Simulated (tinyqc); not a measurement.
Mobility of a non-polar semiconductor in the relaxation-time approximation: one step, computed by the program tinyqc. Command: `OMP_NUM_THREADS=1 python tinyqc.py 3017907 3017908 out.jsonl rta walk`. One thread of a shared host (Intel(R) Xeon(R) Processor @ 2.30GHz), about 0.01 s of CPU time with the checks.

Each valley is treated as a sphere of mass m_d for states and rates, with one isotropic relaxation time; the conductivity mass m_c sets the current.

Task: Masses. m_d = (m_l m_t^2)^(1/3); 1/m_c = (1/m_l + 2/m_t)/3; Hall mass factor A = 3 K_m (K_m + 2)/(2 K_m + 1)^2, K_m = m_l/m_t; N_I = n (1 + C)/(1 - C).

Inputs (values chosen for the exercise, modelled on electrons in silicon):
```
quantity                 value    unit
longitudinal mass m_l    0.913     m_0
transverse mass m_t      0.188     m_0
carrier density n      2.1e+14  1/cm^3
compensation ratio C      0.23       -
```

Band: Kane. Impurity formula: Conwell-Weisskopf. Further scattering: none.

Give: density-of-states mass m_d; conductivity mass m_c; Hall mass factor A; ionised impurity density N_I.

Result:

density-of-states mass m_d = 0.31837 m_0

conductivity mass m_c = 0.25568 m_0

Hall mass factor A = 0.87041

ionised impurity density N_I = 3.3545e+14 1/cm^3
